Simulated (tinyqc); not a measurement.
Convergence with the mesh: density of states of one tight-binding band on the simple cubic lattice.

E(k) = -2 t (c1 + c2 + c3) - 4 t2 (c1 c2 + c2 c3 + c3 c1) with ci = cos(2 pi ki); k in fractions of the reciprocal vectors, mesh k_i = j/N with j = 0 .. N-1. Densities are per cell and per spin, so the band holds one state.

Each cube of the mesh, corners numbered 0 to 7 as the binary number (i j l), is cut into six tetrahedra around the diagonal 0-7: 0137, 0157, 0237, 0267, 0457, 0467. For corner energies e1 <= e2 <= e3 <= e4 and eij = ei - ej, the share of the tetrahedron below E is n = (E - e1)^3/(e21 e31 e41) for e1 < E < e2; n = [e21^2 + 3 e21 x + 3 x^2 - (e31 + e42) x^3/(e32 e42)]/(e31 e41) with x = E - e2 for e2 < E < e3; n = 1 - (e4 - E)^3/(e41 e42 e43) for e3 < E < e4; its density of states is g = dn/dE.

Gaussian broadening: g(E) = mean over the mesh of exp(-(E - E_k)^2/(2 sigma^2))/(sigma sqrt(2 pi)), n(E) = mean of erfc((E_k - E)/(sigma sqrt 2))/2.

Values chosen for the exercise: t = 1.29 eV (nearest hopping); t2 = -0.12 eV (second hopping); E = -4.25 eV (energy at which the density is wanted); sigma = 0.387 eV (Gaussian width).

At the energy E; the plain count is the share of mesh points below E; the reference is the linear method with N = 36.

Results:
```
N   points  g linear  n linear  g Gaussian  n Gaussian  n plain count
4       64    0.0447    0.0334      0.0526      0.0969         0.1094
6      216    0.0573    0.0563      0.0657      0.0818         0.0880
8      512    0.0593    0.0642      0.0640      0.0772         0.0645
12    1728    0.0606    0.0710      0.0631      0.0785         0.0851
16    4096    0.0613    0.0733      0.0629      0.0783         0.0745
20    8000    0.0614    0.0744      0.0628      0.0783         0.0794
```

reference n and g: 0.0757  0.0619

The linear n(E) stays within 0.002 of the reference from N = 20 on. The Gaussian g stays within 1 % of its last value from N = 12 on; it tends to the broadened curve, not the true one. At the last mesh it lies +0.001 1/eV from the reference g and the linear g 0.000. The plain count errs by +0.0037 at the last mesh.

Run: tinyqc, `OMP_NUM_THREADS=1 python tinyqc.py 1682545 1682546 out.jsonl`; Intel(R) Xeon(R) Processor @ 2.30GHz, one thread, shared host; about 0.2 s of CPU time with all checks.
